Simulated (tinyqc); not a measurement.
## Diameter from the threshold shift

Problem. Undoped body with a flat potential across it, hard walls, transport along x. One isotropic valley (g = 1, mx = my = mz = me). Non-parabolicity enters the subband edges through E (1 + al E) = gamma, so E = 2 gamma/(1 + sqrt(1 + 4 al gamma)); motion within a subband is taken as parabolic with the band-edge mass. Energies are counted from the bulk band edge. gamma = C (2 z/(t + dl))^2 (1/my + 1/mz)/2, z the zeros of the Bessel functions J_l (2.404826, 3.831706, 5.135622, 5.520078, ...), twofold for l > 0; the mean inverse mass is an approximation for anisotropic valleys, C = hbar^2/(2 m0). Each subband has N_k = g sqrt(2 mx m0 kB T/(pi hbar^2)); without degeneracy n = exp(EF/Vt) sum N_k exp(-E_k/Vt). Classical value Nc times pi t^2/4, Nc = sum over valleys of 2 g (m m0 kB T/(2 pi hbar^2))^1.5 with m = (mx my mz)^(1/3). Threshold shift dVT = Vt ln(classical value/sum N_k exp(-E_k/Vt)). Find t and the lowest subband edge.

Parameters, values chosen for the exercise; masses close to those of GaAs:

| symbol | value | unit | meaning |
|---|---|---|---|
| T | 200 | K | temperature |
| me | 0.0666 | m0 | mass at the band edge |
| al | 0.56 | 1/eV | non-parabolicity |
| dl | 0.2 | nm | widening of the box by penetration into the insulator |

Constants: q = 1.602176634e-19 C, kB = 1.380649e-23 J/K, hbar = 1.054571817e-34 J s, m0 = 9.1093837015e-31 kg, Vt = kB T/q, hbar^2/(2 m0) = 0.0380998212 eV nm^2. Results are converted to the units shown.

dVT = 256.95430 mV

Solution. dVT is evaluated for trial values of t with all subbands; between 1.5 and 25 nm one value matches.

t = 5.90 nm
E_1 = 304 meV

Program tinyqc, `OMP_NUM_THREADS=1 python tinyqc.py 2350043 2350044 out.jsonl`; Intel Xeon 2.30GHz, shared host, one thread, about 0.1 s.
